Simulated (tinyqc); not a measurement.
Worked calculation: CIS on RHF in the sto-3g basis, for H4, spin multiplicity 1. One step of it, computed by the program tinyqc.

Problem. CIS matrix, singlets. A(ia,jb) = (e_a - e_i) d_ij d_ab + 2 (ia|jb) - (ij|ab).

orbital energies (hartree): MO1 -0.600174, MO2 -0.516404, MO3 0.499558, MO4 0.788260

Two-electron integrals over orbitals (pq|rs), unique and non-zero (hartree):
```
(11|11) 0.445193    (21|21) 0.216990    (22|11) 0.443426    (22|22) 0.451790
(31|11) -0.033926   (31|22) -0.005053   (31|31) 0.101033    (32|21) 0.055323
(32|32) 0.093050    (33|11) 0.437483    (33|22) 0.439167    (33|31) -0.012445
(33|33) 0.455600    (41|21) 0.012968    (41|32) -0.078868   (41|41) 0.086457
(42|11) 0.044736    (42|22) 0.019469    (42|31) -0.099770   (42|33) 0.016892
(42|42) 0.104382    (43|21) -0.208794   (43|32) -0.056754   (43|41) -0.010444
(43|43) 0.221960    (44|11) 0.460977    (44|22) 0.459415    (44|31) -0.038207
(44|33) 0.470519    (44|42) 0.049227    (44|44) 0.501840
```

Give: CIS matrix A, singlet.

Solution.

CIS matrix A, singlet (hartree):
```
       1>3    1>4    2>3    2>4
1>3  0.864  0.000  0.000  0.009
1>4  0.000  1.100  0.051  0.000
2>3  0.000  0.051  0.763  0.000
2>4  0.009  0.000  0.000  1.054
```
